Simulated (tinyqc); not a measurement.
From results back to parameters: carrier statistics of a doped semiconductor with parabolic bands. Three cases, with inputs chosen for the exercise.

Problem. ni^2 = C^2 (T/300 K)^3 exp(-Eg(T)/kB T) with Eg(T) = Eg0 - al T^2/(T + be). Two intrinsic densities were computed from hidden Eg0 and C = sqrt(Nc Nv) at 300 K.

Constants: kB = 8.617333262e-05 eV/K.

Find: Eg0; C.

Method. y(T) = 2 ln ni - 3 ln(T/300) - al T/((T + be) kB) equals 2 ln C - Eg0/(kB T), a straight line in 1/T; two points give slope and intercept.

Case 1.

Values chosen (near those of GaAs; the results hold for these values, not for the real material): al = 0.000546 eV/K (Varshni alpha); be = 203 K (Varshni beta); T1 = 310 K; T2 = 520 K.

ni(T1) = 6.56929e+06 1/cm^3
ni(T2) = 1.97609e+12 1/cm^3

Solution.

Eg0 = 1.518 eV
C = 2.01e+18 1/cm^3

Case 2.

Values chosen (near those of Si; the results hold for these values, not for the real material): al = 0.000501 eV/K (Varshni alpha); be = 651 K (Varshni beta); T1 = 280 K; T2 = 430 K.

ni(T1) = 1.20682e+09 1/cm^3
ni(T2) = 1.39361e+13 1/cm^3

Solution.

Eg0 = 1.166 eV
C = 1.74e+19 1/cm^3

Case 3.

Values chosen (near those of Si; the results hold for these values, not for the real material): al = 0.000477 eV/K (Varshni alpha); be = 620 K (Varshni beta); T1 = 290 K; T2 = 450 K.

ni(T1) = 2.46747e+09 1/cm^3
ni(T2) = 2.71772e+13 1/cm^3

Solution.

Eg0 = 1.176 eV
C = 1.78e+19 1/cm^3

Computed by tinyqc, one run a case: `OMP_NUM_THREADS=1 python tinyqc.py N N+1 out.jsonl` with N = 1650003, 1650049, 1650067; one thread of a shared Intel(R) Xeon(R) Processor @ 2.30GHz, about 0.01 s a run at most.
